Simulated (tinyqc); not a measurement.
Trading HF for NH4F at fixed fluoride: speciation in dilute and buffered hydrofluoric acid, oxide etch rate and bath loading. Computed by tinyqc, a small Python program. Command: `OMP_NUM_THREADS=1 python tinyqc.py 3121553 3121554 out.jsonl hfetch walk`. One thread of a shared host (Intel(R) Xeon(R) Processor @ 2.30GHz), about 0.01 s of CPU time with the checks.

Concentrations stand for activities, NH4+ and Cl- are spectators, and water ionisation is neglected. H, F and HF2 denote the ions H+, F- and HF2-. The base temperature is 298 K.

Inputs (values chosen for the exercise, of the order of those for thermal oxide at room temperature): HF added = 0.59 mol/L; NH4F added = 0 mol/L; K1 = [H][F]/[HF] = 0.000695 mol/L; K2 = [HF2]/([HF][F]) = 3.98 L/mol; K3 = [H2F2]/[HF]^2 = 2.98 L/mol; rate constant of neutral HF k_a = 13 nm L/(min mol); rate constant of HF2 k_b = 46 nm L/(min mol).

Method:
- Fluoride balance: [HF] + [F] + 2 [HF2] + 2 [H2F2] = HF added + NH4F added. Acid balance: [H] + [HF] + [HF2] + 2 [H2F2] = HF added + HCl added. For a trial [H], [HF] = [H][F]/K1, and the fluoride balance is a quadratic in [F].
- Rate = k_a ([HF] + 2 [H2F2]) + k_b [HF2], an empirical two-term form.
- Total fluoride is held at HF + NH4F added, without HCl; x is the share added as HF.

Against x:
```
x         pH  [F] (mol/L)  [HF] (mol/L)  [HF2] (mol/L)  rate (nm/min)
0.05  4.9274      0.54072       0.00920       0.019789         1.0364
0.15  4.3344      0.44827       0.02986       0.053277         2.9080
0.30  3.8562      0.32758       0.06563       0.085563         5.1228
0.40  3.6115      0.25973       0.09143       0.094511         6.1837
0.50  3.3907      0.20115       0.11773       0.094254         6.9401
0.60  3.1777      0.15050       0.14385       0.086164         7.4368
0.75  2.8353      0.08644       0.18172       0.062518         7.7966
0.90  2.3538      0.03404       0.21687       0.029384         7.8151
1.00  1.7503      0.00919       0.23487       0.008586         7.7223
```

What does the comparison show, and why?

[HF2] is largest at x = 0.4 and the rate at x = 0.9 among these rows; HF2 needs both HF and F. At its best the mixture etches 1.01 times as fast as HF alone.

Extremes, crossings and ranges named in words are read from the listed rows.
